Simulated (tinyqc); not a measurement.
Thermionic-field emission through a Schottky barrier, WKB: two steps of the calculation.

Metal on an n-type semiconductor with one parabolic valley; V > 0 is forward bias (metal positive). Energies E are counted from the conduction edge of the neutral semiconductor, whose Fermi level lies at -xi; that of the metal lies at -xi - V. The barrier is a parabola of height Vd = phi - xi - V (depletion approximation, no image force).

Inputs (values chosen for the exercise); band and dielectric values close to those of gallium arsenide: temperature T = 200 K; electron mass me = 0.0667 m0; relative permittivity eps_r = 13.1; barrier height seen from the metal phi = 0.79 eV; donor density Nd = 1.1e18 cm^-3; bias V = 0.16 V; points of the energy grid nE = 11; upper end of the energy grid Eb = 0.51 eV.

Constants: q = 1.602176634e-19 C, kB = 1.380649e-23 J/K, hbar = 1.054571817e-34 J s, h = 6.62607015e-34 J s, m0 = 9.1093837015e-31 kg, Vt = kB T/q, eps0 = 8.8541878128e-14 F/cm where lengths are in cm. Results are converted to the units shown.

Question 1. Fermi level, barrier and E00. Nc = 2 (2 pi me m0 kB T/h^2)^1.5 (times 1e-6 for cm^-3); Nd = Nc F12(-xi/Vt), F12(x) = (2/sqrt(pi)) int_0^infinity sqrt(u)/(1 + exp(u - x)) du; E00 = (hbar/2) sqrt(Nd/(me m0 eps0 eps_r)) in SI units (volts). W = sqrt(2 eps0 eps_r Vd/(q Nd)).

Wanted: Nc; xi; Vd; W; E00; E00/Vt.

Answer 1.

Nc = 2.3530e17 cm^-3
xi = -0.053429 eV
Vd = 0.68343 V
W = 29.993 nm
E00 = 20.832 meV
E00/Vt = 1.2087

By a common rule of thumb, E00/Vt below 0.5 marks thermionic emission, 0.5 to 5 thermionic-field emission and above 5 field emission. By that rule alone: thermionic-field emission; with a high barrier, tunnelling near its top can carry most of the current even below 0.5.

Question 2. Current density on a coarse grid. For E < Vd, ln T(E) = -(Vd/E00) [sqrt(1 - y) - y ln((1 + sqrt(1 - y))/sqrt(y))], y = E/Vd; T(E) = 1 above. J = A* T (q/kB) int_0^infinity T(E) N(E) dE, N = ln[(1 + exp((-xi - E)/Vt))/(1 + exp((-xi - V - E)/Vt))], A* = 4 pi q me m0 kB^2/h^3 (times 1e-4 for A/(cm^2 K^2)). Simpson's rule on nE equally spaced points from 0 to Eb.

xi = -0.053429093 eV
Vd = 0.68342909 V
E00 = 20.831718 meV

Find: E; T(E); N; T(E) N; J.

Answer 2.

```
point  E (eV)       T(E)          N     T(E) N
0      0.0000  5.650e-15      3.142  1.775e-14
1      0.0510  2.456e-12     0.7660  1.881e-12
2      0.1020  1.864e-10    0.05799  1.081e-11
3      0.1530   7.080e-9   0.003092  2.189e-11
4      0.2040   1.679e-7   1.606e-4  2.696e-11
5      0.2550   2.754e-6   8.329e-6  2.294e-11
6      0.3060   3.310e-5   4.320e-7  1.430e-11
7      0.3570   3.019e-4   2.240e-8  6.764e-12
8      0.4080   0.002137   1.162e-9  2.483e-12
9      0.4590    0.01188  6.026e-11  7.158e-13
10     0.5100    0.05204  3.125e-12  1.626e-13
```

J = 1.031e-4 A/cm^2

The integrand peaks at E = 0.204 eV among these points, 0.30 of the barrier height.

Range of the model: The depletion approximation, a parabolic band and the neglect of image-force lowering make these currents estimates at high doping.

Numbers from tinyqc (`OMP_NUM_THREADS=1 python tinyqc.py 2640173 2640174 out.jsonl`; about 0.06 s on one thread of a shared Intel Xeon 2.30GHz).
